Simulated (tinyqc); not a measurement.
Optical gain and spontaneous emission in a bulk direct-gap semiconductor, step by step. Values are carried at full precision from step to step, so a last printed digit may differ when a step is redone from the rounded ones.

F_j(eta) = (1/Gamma(j + 1)) integral_0^infinity x^j dx/(1 + exp(x - eta)), which tends to exp(eta) for eta << 0.

Quasi-Fermi levels: n = Nc F_1/2(Fc/kT) and p = Nv F_1/2(Fv/kT), Fc counted up from the conduction edge and Fv down from the valence edge; Nc, Nv from N = 2 (m kB T/(4 pi c))^(3/2) with c = hbar^2/2m0, in 1/angstrom^3; times 1e24 for 1/cm^3, with me and (mhh^(3/2) + mlh^(3/2))^(2/3).

Constants: hbar^2/2m0 = 3.80998211 eV angstrom^2; kB = 8.617333262e-05 eV/K; fine-structure constant alpha = 0.007297352564; hbar = 6.58211957e-16 eV s; hbar c = 1973.269805 eV angstrom.

Inputs chosen for the exercise (near those of GaAs; the results hold for these values, not for the real material): me = 0.0687 m0 (electron mass); mhh = 0.518 m0 (heavy-hole mass); mlh = 0.0847 m0 (light-hole mass); n = 2.5e+18 1/cm^3 (injected density, n = p); T = 250 K; Eg = 1.415 eV (direct gap); Ep = 26.2 eV (Kane energy); nr = 3.56 (refractive index); E = 1.489 eV (photon energy).

## Quasi-Fermi levels

Solve for Fc and Fv.

kT = 0.021543 eV
Nc = 3.437e+17 1/cm^3
Nv = 7.588e+18 1/cm^3
Fc = 0.0935 eV
Fv = -0.0214 eV
Fc + Fv = 0.0721 eV

The separation of the quasi-Fermi levels exceeds the gap, so photons between Eg and Eg + (Fc + Fv) see gain. The quasi-Fermi level of the electrons lies inside the band, that of the holes in the gap.

## Absorption of the empty crystal

Parabolic bands, vertical transitions, no excitons. For each hole band j: mr = me mj/(me + mj); joint density of states J_j(E) = (mr/c)^(3/2) sqrt(E - Eg)/(2 pi^2), both spins, c = hbar^2/2m0; averaged matrix element |e.p|^2 = m0 Ep/6; alpha_j(E) = 4 pi^2 alpha_f c Ep J_j/(3 nr E) in 1/angstrom (alpha_f the fine-structure constant, listed as alpha among the constants), times 1e8 for 1/cm.

Evaluate at E for heavy and light holes.

mr, J and alpha of each hole band:

| hole | mr (m0) | J (1/(eV angstrom^3)) | alpha (1/cm) |
|---|---|---|---|
| heavy | 0.06066 | 2.768e-05 | 5006.0 |
| light | 0.03793 | 1.369e-05 | 2475.8 |

The heavy-hole band gives 67 % of the total, 7482 1/cm.

## Occupations and gain at E

For band j the electron sits at Ee = (E - Eg) mr/me above its edge and the hole at Eh = (E - Eg) mr/mj; fe = 1/(1 + exp((Ee - Fc)/kT)), fh = 1/(1 + exp((Eh - Fv)/kT)); gain g = sum_j alpha_j (fe + fh - 1).

Use mr and alpha from the table.

Energies, occupations and gain of each hole band:

| hole | Ee (eV) | Eh (eV) | fe | fh | g (1/cm) |
|---|---|---|---|---|---|
| heavy | 0.0653 | 0.0087 | 0.787 | 0.198 | -73 |
| light | 0.0409 | 0.0331 | 0.920 | 0.074 | -16 |

total gain = -88 1/cm

E - Eg = 0.0740 eV is above Fc + Fv = 0.0721 eV, so both bands give loss (Bernard-Duraffourg).

## Spontaneous emission

Spontaneous rate: R = integral of (nr E/(hbar c))^2/(pi^2 hbar) sum_j alpha_j fe fh dE, with alpha in 1/cm and (nr E/(hbar c))^2 in 1/cm^2 (1e16 per 1/angstrom^2); B = R/(n p); lifetime n/R.

Integrate over photon energy.

R = 1.25e+27 1/(cm^3 s)
B = 2.00e-10 cm^3/s
radiative lifetime = 2.00 ns

## Checks

- B at n = 1e13 1/cm^3 against the van Roosbroeck-Shockley value from alpha and ni^2 (cm^3/s): both 3.19e-10.

tinyqc: `OMP_NUM_THREADS=1 python tinyqc.py 1650437 1650438 out.jsonl`; about 0.08 s, one thread, shared Intel(R) Xeon(R) Processor @ 2.30GHz.
